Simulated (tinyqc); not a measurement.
Worked calculation: cyclotron resonance of ellipsoidal valleys, Si type. Values are carried at full precision from step to step, so a last printed digit may differ when a step is redone from the rounded ones.

Valleys along [100], [010], [001] (each with its opposite partner), mass ml along the axis and mt across it. B lies in the (1-10) plane, b = (sin(theta)/sqrt2, sin(theta)/sqrt2, cos(theta)). For the angle phi between B and the axis, 1/mc^2 = cos^2(phi)/mt^2 + sin^2(phi)/(mt ml). Resonance: h nu = 2 muB B/mc, h = 2 pi hbar.

Constants: hbar = 6.58211957e-16 eV s; muB = 5.788381798e-05 eV/T.

Values chosen for the exercise (near those of Si; not measured data):
- theta = 64 degrees (angle of B from [001] towards [110])
- ml = 0.904 m0 (longitudinal mass)
- mt = 0.19 m0 (transverse mass)
- nu = 140 GHz (microwave frequency)
- tau = 26 ps (scattering time)

## Angles to the valley axes

Give b and cos^2(phi) for each axis.

b: 0.6355  0.6355  0.4384

cos^2(phi): [100] 0.4039, [010] 0.4039, [001] 0.1922

## Cyclotron masses and resonance fields

For each axis, mc and B = h nu mc/(2 muB).

Resonances:
```
axis   mc (m0)   B (T)
[100]   0.2612  1.3063
[010]   0.2612  1.3063
[001]   0.3158  1.5795
```

2 distinct masses appear; the limits are mt = 0.19 (B along the axis) and sqrt(ml mt) = 0.4144 (B across it).

## The same from the mass tensor

For the valley along [001]: M = mt 1 + (ml - mt) a a^T, and mc^2 = det M/(b M b).

M (m0), lower triangle:
```
        x       y       z
x  0.1900
y       0  0.1900
z       0       0  0.9040
```

det M = 0.032634
b M b = 0.3272
mc = 0.3158 m0

## Line shape

For linear polarisation and one isotropic mass the absorbed power goes as P = [1 + (w^2 + wc^2) tau^2]/([1 + (wc^2 - w^2) tau^2]^2 + 4 w^2 tau^2), w = 2 pi nu. List it for wc/w = 0, 0.5, 0.8, 0.9, 1, 1.1, 1.2, 1.5 and 2, which is B over the resonance field.

w tau = 22.871

Power:
```
wc/w         P
0.0   0.001908
0.5   0.004219
0.8    0.02310
0.9    0.08051
1.0     0.5002
1.1    0.08046
1.2    0.02300
1.5   0.003947
2.0   0.001060
```

The largest listed value lies at wc/w = 1.0, 262.2 times the zero-field value. With w tau well above 1 the line is sharp, of relative half width about 1/(w tau). The closest two lines of this crystal are 20.9 % apart, so they are resolved.

## Checks

- Rotation frequency of dv/dt = -M^-1 (v x b) for the valley along [001], in units of e B/m0, against 1/mc: both 3.1665.

tinyqc: `OMP_NUM_THREADS=1 python tinyqc.py 1251003 1251004 out.jsonl`; about 0.01 s, one thread, shared Intel(R) Xeon(R) Processor @ 2.30GHz.
